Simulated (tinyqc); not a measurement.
CMOS latch-up, two-transistor model: two steps of the calculation.

A parasitic pnp (emitter at Vdd, base shunted by Rw) and npn (emitter at ground, base shunted by Rs) feed each other: the npn collector current flows out of the pnp base node, the pnp collector current into the npn base node. Forward-active transistors with constant gains: Icn = Isn exp(Vn/Vt), Icp = Isp (exp(Vp/Vt) - 1). A current Ii is injected into the npn base node.

Values chosen for this exercise; values close to those of bulk CMOS: temperature T = 293 K; current gain of the npn bn = 15.1; current gain of the pnp bp = 4.5; saturation current of the npn at T Isn = 1.3e-15 A; saturation current of the pnp at T Isp = 1.3e-16 A; substrate resistance shunting the npn Rs = 94 ohm; well resistance shunting the pnp Rw = 3300 ohm; current injected into the substrate Ii = 4.31 mA.

Constants: q = 1.602176634e-19 C, kB = 1.380649e-23 J/K, Vt = kB T/q. Results are converted to the units shown.

Task 1. The off branch. Node equations: Vp/Rw + Icp/bp = Icn and Vn/Rs + Icn/bn = Icp + Ii. Loop gain G = gn gp/[(1/Rw + gp/bp)(1/Rs + gn/bn)], gn = Icn/Vt, gp = (Icp + Isp)/Vt; the off state ends where G = 1, and Ii there is the trigger current. For each Vn: Icn, then Vp from the first equation, then Ii from the second.

Vn, point 0 to 7 (V): [0.45, 0.53, 0.58, 0.61, 0.63, 0.65, 0.665, 0.68]

Give: Icn; Vp; Icp; Ii; G.

Result 1.

```
point  Icn (mA)    Vp (V)   Icp (mA)  Ii (mA)          G
0      7.149e-5  2.359e-4  1.220e-15    4.787  4.564e-15
1      0.001699  0.005608  3.233e-14    5.638  1.342e-13
2       0.01231   0.04063  5.197e-13    6.171  3.880e-12
3       0.04039    0.1333  2.538e-11    6.492  4.965e-10
4       0.08919    0.2943   1.502e-8    6.708   6.378e-7
5        0.1969    0.6401    0.01333    6.915     0.8780
6        0.3567    0.7363     0.6012    6.497      5.196
7        0.6462    0.7649      1.865    5.412      9.169
```

Ii peaks at 6.915 mA, at Vn = 0.6502 V where G = 1; beyond it the loop feeds itself.

Task 2. Response to the injected current, once round the loop per iteration. Icn = Isn exp(Vn/Vt); Vp solves Vp/Rw + Icp/bp = Icn; Vn(new) solves Vn/Rs + (Isn/bn) exp(Vn/Vt) = Icp + Ii.

Vn at the start = 0.5 V

Find: Icn; Vp; Icp; Vn after iteration 1.

Result 2.

Icn = 5.1790e-4 mA
Vp = 0.0017091 V
Icp = 9.1043e-15 mA
Vn after iteration 1 = 0.40514 V

Computed by the program tinyqc: `OMP_NUM_THREADS=1 python tinyqc.py 2670118 2670119 out.jsonl`, one thread of a shared Intel Xeon 2.30GHz, about 0.07 s for the whole run.
